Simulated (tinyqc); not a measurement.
Worked calculation: strain, valley repopulation and piezoresistance in a many-valley conduction band. Computed by tinyqc, a small Python program that keeps every step. Command: `OMP_NUM_THREADS=1 python tinyqc.py 3022480 3022481 out.jsonl valleys walk`. One thread of a shared host (Intel(R) Xeon(R) Processor @ 2.30GHz), about 0.03 s of CPU time with the checks. Intermediate numbers are printed to about 5 digits and carried at full precision; extremes and crossings named in words are read from the listed rows.

Valleys are ellipsoids with mass m_l along the axis a and m_t across it, parabolic, with one constant relaxation time; strain shifts the valleys and leaves the masses alone. Currents are taken along [110], along the load, and along [001], across the load.

Inputs (values chosen for the exercise, modelled on silicon): longitudinal mass m_l = 0.933 m_0; transverse mass m_t = 0.189 m_0; shear deformation potential Xi_u = 9.18 eV; dilation deformation potential Xi_d = 1.1 eV; C11 = 166 GPa; C12 = 64.5 GPa; C44 = 78.8 GPa; stress X (tension positive) = -290 MPa; electron density n = 6e+16 1/cm^3; relaxation time tau = 240 fs; temperature T = 100 K.

Valley axes: <100> (6 valleys in 3 pairs). Load: uniaxial [110].

Constants: k_B = 8.617333262e-05 eV/K; m_0 = 9.1093837015e-31 kg; k_B = 1.380649e-23 J/K; hbar = 1.054571817e-34 J s; e = 1.602176634e-19 C.

## Strain

Compliances S11 = (C11 + C12)/((C11 - C12)(C11 + 2 C12)), S12 = -C12/((C11 - C12)(C11 + 2 C12)), S44 = 1/C44; stress sigma_ij = X n_i n_j for the unit vector n of the load; e_xx = S11 sigma_xx + S12 (sigma_yy + sigma_zz), e_xy = S44 sigma_xy/2 (tensor strain).

strain tensor (%), rows x, y, z:
$$\begin{pmatrix}
-0.080387 & -0.092005 & 0.000000 \\
-0.092005 & -0.080387 & 0.000000 \\
0.000000 & 0.000000 & 0.062470
\end{pmatrix}$$

## Valley shifts

Herring-Vogt shift of a valley with unit axis a: dE = Xi_d tr(e) + Xi_u a.e.a.

shifts dE (meV): x -8.4609, y -8.4609, z 4.6534

splitting (highest minus lowest) = 13.114 meV

Lowest: x, y; the splitting is 1.52 k_B T.

## Populations

Each of the 6 valleys holds n_v = N_v (2/sqrt(pi)) F_1/2((E_F - dE_v)/(k_B T)), N_v = 2 (m_d k_B T/(2 pi hbar^2))^(3/2), m_d = (m_l m_t^2)^(1/3); E_F solves sum n_v = n and is counted from the unstrained edge. F_j(eta) = int_0^infinity x^j/(1 + exp(x - eta)) dx, without a gamma-function factor. It is evaluated after integrating by parts. Integrals over x = E/(k_B T) use 160 Gauss-Legendre points in u = sqrt(x) from 0 to sqrt(max(eta, 0) + 32).

Fermi level E_F = -44.415 meV

share of the electrons (per pair): x 0.45061, y 0.45061, z 0.09879

## Mobility tensor and resistance change

Mobility tensor mu = e tau sum_v (n_v/n) [1/m_t + (1/m_l - 1/m_t) a a^T]; unstrained mu_0 = e tau (1/m_l + 2/m_t)/3; resistivity along d from the inverse tensor, rho_d = d.mu^-1.d/(n e), mobility along d = 1/(d.mu^-1.d); gauge pi_d = (rho_d/rho_0 - 1)/X.

mobility tensor (cm^2/(V s)), rows x, y, z:
$$\begin{pmatrix}
1430.9 & 0.0 & 0.0 \\
0.0 & 1430.9 & 0.0 \\
0.0 & 0.0 & 2057.5
\end{pmatrix}$$

unstrained mobility mu_0 = 1639.8 cm^2/(V s)

mobility along the first direction = 1430.9 cm^2/(V s)

mobility along the second direction = 2057.5 cm^2/(V s)

resistance change along the first direction = 14.597 %

resistance change along the second direction = -20.303 %

The mobility lies between e tau/m_l = 452 and e tau/m_t = 2230; the trace stays at 3 mu_0. Along the first direction the filled valleys present more of their heavy mass.

## Linear piezoresistance coefficients

With eta_0 the reduced Fermi level without strain, r = F_-1/2(eta_0)/(2 F_1/2(eta_0)) (1 for a classical gas) and c = r (Xi_u/k_B T) (m_l - m_t)/(2 m_l + m_t): pi11 = -(2/3) c (S11 - S12), pi12 = -pi11/2, pi44 = 0, with S11 - S12 = 1/(C11 - C12).

eta_0 = -4.4752

degeneracy factor r = 0.99601

pi11 = -252.31 1e-11/Pa

pi12 = 126.16 1e-11/Pa

pi44 = 0 1e-11/Pa

The gas is classical, so the coefficients follow 1/T.

## Full result against the linear law

Linear theory: pi_l = (pi11 + pi12 + pi44)/2, pi_t = pi12 along [001].

Resistance changes (%); at 2000 MPa the strain is near or above 1 %, where band warping, left out here, matters:
```
X (MPa)  splitting (meV)  largest share  first direction   linear  second direction   linear
-2000             90.443        0.49999           22.102   126.16            -26.58  -252.31
-1000             45.222        0.49868           21.890    63.08            -26.43  -126.16
-400              18.089        0.47099           17.580    25.23            -23.02   -50.46
-150               6.783        0.40711            8.711     9.46            -13.81   -18.92
-50                2.261        0.36101            3.100     3.15             -5.67    -6.31
50                 2.261        0.39369           -3.173    -3.15              7.01     6.31
150                6.783        0.52263           -9.322    -9.46             25.88    18.92
400               18.089        0.80179          -20.281   -25.23            103.58    50.46
1000              45.222        0.98947          -26.271   -63.08            248.01   126.16
2000              90.443        0.99994          -26.579  -126.16            262.35   252.31
```

Along the first direction the linear law holds within 10 % for 4 of the 10 stresses, at -150, -50.0, 50.0, 150 MPa. At the largest compression the full change is +22.1 % against the linear +126.2 %, at the largest tension -26.6 % against -126.2 %: once the splitting is comparable with k_B T (or E_F) the populations no longer follow it linearly, and the change must saturate when the upper valleys are empty.

Checks made by the program: trace of the tensor against 3 mu_0 (relative difference below 1e-10); linear coefficients against the full calculation at 0.01 MPa (relative difference 2e-05).
